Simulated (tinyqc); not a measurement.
# Polytypes and stacking faults of a tetrahedral semiconductor in an axial Ising model with couplings up to third neighbours, step by step

A worked calculation. Computed by tinyqc, a small Python program that keeps every step. Command: `OMP_NUM_THREADS=1 python tinyqc.py 3022181 3022182 out.jsonl polytype walk`. One thread of a shared host (Intel(R) Xeon(R) Processor @ 2.30GHz), about 0.01 s of CPU time with the checks. Intermediate numbers are printed to about 5 digits and carried at full precision; extremes and crossings named in words are read from the listed rows.

Each double layer has s = +1 or -1 for the sense of its stacking step; E per pair of atoms = E0 - sum_n J_n <s_i s_(i+n)>, n = 1, 2, 3. Hexagonality h = (1 - <s_i s_(i+1)>)/2.

Inputs (values chosen for the exercise, for a model crystal):
```
quantity                                    value      unit
J1                                           8.57  meV/pair
J2                                         -0.762  meV/pair
J3                                          -0.47  meV/pair
basal lattice constant a                     3.84  angstrom
shear modulus G                              71.4       GPa
Poisson ratio nu                             0.28         -
gap of 3C                                    1.17        eV
gap of 4H                                     1.1        eV
binding energy of the fault level E_b        0.12        eV
in-plane mass m                              0.43        m0
effective density of states N_c at 300 K  2.4e+19    1/cm^3
electron density n                        5.3e+17    1/cm^3
temperature T                                 450         K
```

Host polytype: 3C.

Constants: 1 eV/angstrom^2 = 16.02176634 J/m^2; m_0 = 9.1093837015e-31 kg; hbar = 1.054571817e-34 J s; k_B = 1.380649e-23 J/K; k_B = 8.617333262e-05 eV/K.

## Energies of the polytypes

correlations of the repeat units 3C (+), 2H (+-), 4H (++--), 6H (+++---), 15R (+++--), 8H (++++----), 21R (++++---), 9R (++-):
```
       n = 1    n = 2    n = 3
3C    1.0000   1.0000   1.0000
2H   -1.0000   1.0000  -1.0000
4H    0.0000  -1.0000   0.0000
6H    0.3333  -0.3333  -1.0000
15R   0.2000  -0.6000  -0.6000
8H    0.5000   0.0000  -0.5000
21R   0.4286  -0.1429  -0.7143
9R   -0.3333  -0.3333   1.0000
```

E - E(3C) = sum_n J_n (1 - C_n), C_n = <s_i s_(i+n)>. The gap is taken linear in h between 3C (h = 0) and 4H (h = 1/2), a rough rule, with a dash beyond.

Polytypes:
```
polytype       h  E - E(3C) (meV/pair)  gap by the linear rule (eV)
3C        0.0000                 0.000                       1.1700
2H        1.0000                16.200                            -
4H        0.5000                 6.576                       1.1000
6H        0.3333                 3.757                       1.1233
15R       0.4000                 4.885                       1.1140
8H        0.2500                 2.818                       1.1350
21R       0.2857                 3.221                       1.1300
9R        0.6667                10.411                            -
```

E(2H) - E(3C) = 16.2 meV/pair

E(4H) - E(3C) = 6.576 meV/pair

E(6H) - E(3C) = 3.7573 meV/pair

The lowest is 3C, 2.818 meV/pair below 8H. J1/|J2| = 11.25: for J3 = 0 and J2 < 0 the ground state is 2H below -2, 4H between -2 and 2, and 3C above 2; at 2 itself all periods with bands of two or more layers are degenerate.

## Back from three energies to J1, J2, J3

With d2, d4, d6 the energies of 2H, 4H, 6H over 3C: d2 = 2 J1 + 2 J3, d4 = J1 + 2 J2 + J3, d6 = (2/3) J1 + (4/3) J2 + 2 J3, so J2 = (d4 - d2/2)/2, J3 = (3/4)(d6 - (2/3) d4), J1 = d2/2 - J3.

J1 recovered = 8.5700 meV/pair

J2 recovered = -0.762 meV/pair

J3 recovered = -0.47000 meV/pair

## Stacking-fault energies

fault coefficients k_n:
```
               J1  J2  J3
intrinsic       4   4   4
extrinsic       4   8   8
twin boundary   2   4   6
```

Faults in 3C: the sequences intrinsic (-), extrinsic (--), twin boundary (+ turns to -) are put between perfect repeats; k_n = (layers x C_n of the host) - sum_i s_i s_(i+n). gamma = sum k_n J_n/A, A = (sqrt 3/2) a^2; 1 meV/angstrom^2 = 16.02177 mJ/m^2.

gamma (mJ/m^2): intrinsic 36.826, extrinsic 30.643, twin boundary 14.142

energy of the glide fault, intrinsic = 36.826 mJ/m^2

The cheapest is the twin boundary fault.

## Splitting of a basal screw dislocation

Screw line, bounded by the intrinsic fault of energy gamma: b = a, partials b_p = a/sqrt 3; d = G b_p^2 (2 - 3 nu)/(8 pi gamma (1 - nu)). One partial is driven off by the shear stress gamma/b_p along its Burgers vector.

splitting width d = 6.1090 nm

stress to open the fault = 166.11 MPa

## Electronic energy gained by the fault

The fault binds electrons in a two-dimensional band E_b below the conduction edge, g2 = m m0/(pi hbar^2) for one valley. With the Fermi level held by the bulk, eta = ln[n/N_c(T)], N_c(T) = N_c (T/300)^1.5, the grand potential falls by g2 (k_B T)^2 F1(x), x = eta + E_b/(k_B T), F1(x) = integral from 0 to infinity of ln(1 + exp(x - t)) dt; sheet density g2 k_B T ln(1 + e^x). Band bending by the trapped charge is left out, so the gain is an upper bound. Net fault energy = gamma of the intrinsic fault less the electronic gain.

x = -1.3266

sheet density = 1.6395e+12 1/cm^2

electronic gain = 0.10801 mJ/m^2

net fault energy = 36.718 mJ/m^2

The gain offsets 0.29 % of the fault energy. Caution: rows with n above 0.3 N_c(T) are near degeneracy, where eta = ln(n/N_c) underestimates the Fermi level.

## Gain against electron density

The formulas are those given above.

At T:
```
n (1/cm^3)        x  sheet density (1/cm^2)  gain (mJ/m^2)  gain/gamma  gain/gamma at T + 200 K
1.00e+14    -9.9021              3.4877e+08     2.1669e-05  5.8841e-07               2.7291e-07
1.00e+15    -7.5995              3.4869e+09     2.1666e-04  5.8834e-06               2.7290e-06
1.00e+16    -5.2969              3.4790e+10     2.1642e-03  5.8768e-05               2.7283e-05
1.00e+17    -2.9943              3.4032e+11     2.1404e-02  5.8121e-04               2.7215e-04
1.00e+18    -0.6917              2.8276e+12     1.9431e-01  5.2764e-03               2.6567e-03
5.00e+18     0.9177              8.7332e+12     7.3599e-01  1.9986e-02               1.2107e-02
2.00e+19     2.3040              1.6712e+13     1.8183e+00  4.9376e-02               3.8207e-02
```

For x well below 0 the gain is k_B T times the sheet density and linear in n; for x well above 0 the well fills and the gain grows only about as x^2. It stays below the fault energy in all rows; 200 K more changes it by a factor 0.46 at 1e16.

Checks made by the program: the recovered constants (relative difference below 1e-10).
